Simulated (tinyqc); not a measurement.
Inside a calculation: six-band hole subbands of a thin body in a field. Values are carried at full precision from step to step, so a last printed digit may differ when a step is redone from the rounded ones.

Constants: hbar^2/2m0 = 3.80998211 eV angstrom^2.

Inputs chosen for the exercise (near those of a p-type Si channel; the results hold for these values, not for the real material): g1 = 4.29 (Luttinger gamma1); g2 = 0.34 (gamma2); g3 = 1.44 (gamma3); face = 110 (surface); Dso = 0.044 eV (spin-orbit splitting); b = -2.07 eV (tetragonal potential); d = -4.88 eV (trigonal potential); S = (7.59, -2.17, 12.52) 1/TPa (compliances s11, s12, s44); t = 30 angstrom (body thickness); F = 0.2 MV/cm (field across the body); sx = 0 GPa (stress along the channel [1-10], negative in compression); kmax = 0.06 1/angstrom (end of the path).

## Confinement masses without spin-orbit coupling

C(n n^T)/c has C_XX = (g1 + 4 g2) nx^2 + (g1 - 2 g2)(ny^2 + nz^2) and C_XY = 6 g3 nx ny, n the unit normal; its eigenvalues are the inverse masses along n.

C(n n^T)/c, lower triangle:
```
        X       Y       Z
X  4.6300
Y  4.3200  4.6300
Z       0       0  3.6100
```

masses (m0): 3.2258  0.2770  0.1117

The heaviest mass, 3.23, comes from a near cancellation among the gammas, so a few per cent in them move it strongly.

## The matrix for one sine at q = 0

Basis X, Y, Z times spin, hole energies counted downwards from the unstrained edge (the hydrostatic shift is left out), c = hbar^2/2m0. For a symmetric tensor T let C(T) have C_XX = L Txx + M (Tyy + Tzz), C_XY = N Txy (cyclic), L = c (g1 + 4 g2), M = c (g1 - 2 g2), N = 6 c g3. k = q + kz n, n the unit normal, q = k1 u + k2 v with u along the channel [1-10] and v = n x u. H = C(k k^T) + (Dso/3)(1 - L.sigma) - B + e F z with (L_k)_ij = -i epsilon_kij; B is the block C built from the traceless strain with 2b, -b and sqrt(3) d in place of L, M, N. Strain: exx = eyy = (s11 + s12) sx/2, ezz = s12 sx, exy = -s44 sx/4. Hard walls at z = 0 and t; basis sin(j pi z/t), j = 1 to Nz: kz^2 = (j pi/t)^2, kz = -i D with D_jl = 4 j l/(t (j^2 - l^2)), z_jj = t/2 and z_jl = -8 t j l/(pi (j^2 - l^2))^2 for j + l odd; 1 MV/cm = 0.01 eV/angstrom.

Nz = 1, in meV.

H (meV), lower triangle (Hermitian):
```
               X+       Y+      Z+             X-      Y-      Z-
X+         238.11
Y+  180.49-14.67i   238.11
Z+              0        0  195.50
X-              0        0   14.67         238.11
Y-              0        0  14.67i  180.49+14.67i  238.11
Z-         -14.67  -14.67i       0              0       0  195.50
```

## Its levels

Diagonalise; the levels come in pairs. Give each pair and its weights on X, Y, Z, summed over spin and averaged over the pair.

levels (meV): 55.60  195.88  420.24

weights:
```
   pair 1  pair 2  pair 3
X   0.495   0.007   0.498
Y   0.495   0.007   0.498
Z   0.010   0.985   0.005
```

## More sines

The four lowest pairs at q = 0.

Hole energies (meV):

| Nz | pair 1 | pair 2 | pair 3 | pair 4 |
|---|---|---|---|---|
| 1 | 55.60 | 195.88 | 420.24 | - |
| 2 | 52.91 | 98.64 | 195.63 | 420.13 |
| 4 | 52.82 | 96.63 | 161.53 | 195.63 |
| 8 | 52.82 | 96.62 | 161.52 | 195.63 |
| 16 | 52.82 | 96.62 | 161.52 | 195.63 |

One sine is 2.78 meV off in the top subband, since the field mixes the sines. The second pair lies 43.8 meV deeper.

## Dispersion of the top subband

Nz = 14; the two lowest levels (spin-split where the field breaks inversion), in meV from their value at q = 0.

Energies (meV):

| \|q\| (1/angstrom) | u a | u b | v a | v b |
|---|---|---|---|---|
| 0.015 | 7.39 | 7.66 | 3.09 | 3.10 |
| 0.030 | 29.79 | 30.37 | 12.37 | 12.38 |
| 0.045 | 67.04 | 68.03 | 27.83 | 27.85 |
| 0.060 | 118.73 | 120.30 | 49.45 | 49.50 |

From the mean of each pair in the first row, c q^2/E gives 0.11 m0 along u and 0.28 m0 along v. The largest distance between a and b in the table is 1.56 meV.

## Checks

- Top level at q = 0 on (001) without field and stress against c (g1 - 2 g2)(pi/t)^2, eV: both 0.15083.
- Hermiticity, and E(q) against E(-q): they agree to 1e-10 or better.

Run: tinyqc, `OMP_NUM_THREADS=1 python tinyqc.py 1251138 1251139 out.jsonl`; Intel(R) Xeon(R) Processor @ 2.30GHz, one thread, shared host; about 0.4 s of CPU time with all checks.
